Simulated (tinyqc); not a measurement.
Velocity against field: two-valley model of the transferred-electron effect. Computed by tinyqc, a small Python program. Command: `OMP_NUM_THREADS=1 python tinyqc.py 3001666 3001667 out.jsonl gunn walk`. One thread of a shared host (Intel(R) Xeon(R) Processor @ 2.30GHz), about 0.01 s of CPU time with the checks.

Both kinds of valley share one electron temperature T_e, and each has a constant mobility.

Inputs (values chosen for the exercise, modelled on GaN): central-valley mass m1 = 0.2 m_0; satellite-valley mass m2 = 0.47 m_0; satellite valleys Z = 6; valley separation dE = 1.1 eV; central-valley mobility mu1 = 1100 cm^2/(V s); satellite-valley mobility mu2 = 59 cm^2/(V s); energy relaxation time tau_E = 0.092 ps; lattice temperature T = 350 K; electric field F = 180 kV/cm.

Solver: damped fixed point.

Constants: k_B = 8.617333262e-05 eV/K.

Method. Density-of-states ratio R = Z (m2/m1)^(3/2); n2/n1 = R exp(-dE/(k_B T_e)); mean mobility mu = (mu1 + mu2 n2/n1)/(1 + n2/n1); energy balance e mu F^2 = (3/2) k_B (T_e - T)/tau_E; v = mu F.

low-field mobility = 1100 cm^2/(V s)

R = 21.6149

The curve:
```
F (kV/cm)     T_e (K)  share in the satellites (%)  v (1e7 cm/s)  low-field line (1e7 cm/s)
18         6.0367e+02                   1.4167e-06         1.980                       1.98
45         1.8975e+03                   2.5241e+00         4.832                       4.95
90         3.9400e+03                   4.5849e+01         5.604                       9.90
130        5.3055e+03                   6.6092e+01         5.356                      14.30
180        7.0277e+03                   7.7851e+01         5.212                      19.80
250        9.7489e+03                   8.5371e+01         5.282                      27.50
360        1.5122e+04                   9.0284e+01         5.765                      39.60
540        2.7423e+04                   9.3137e+01         7.044                      59.40
900        6.6242e+04                   9.4688e+01        10.287                      99.00
1800       2.4791e+05                   9.5355e+01        19.323                     198.00
```

v falls between 90 and 180 kV/cm, while the share in the slow valleys goes from 46 to 78 %: transfer outruns the rise of the field. With constant mobilities n2/n1 tends to R and v ends on the line (mu1 + R mu2) F/(1 + R), a mobility of 105; real satellites saturate instead. Rows with T_e above 3000 K lie outside the range of a Maxwellian in parabolic valleys.

Extremes, crossings and ranges named in words are read from the listed rows.
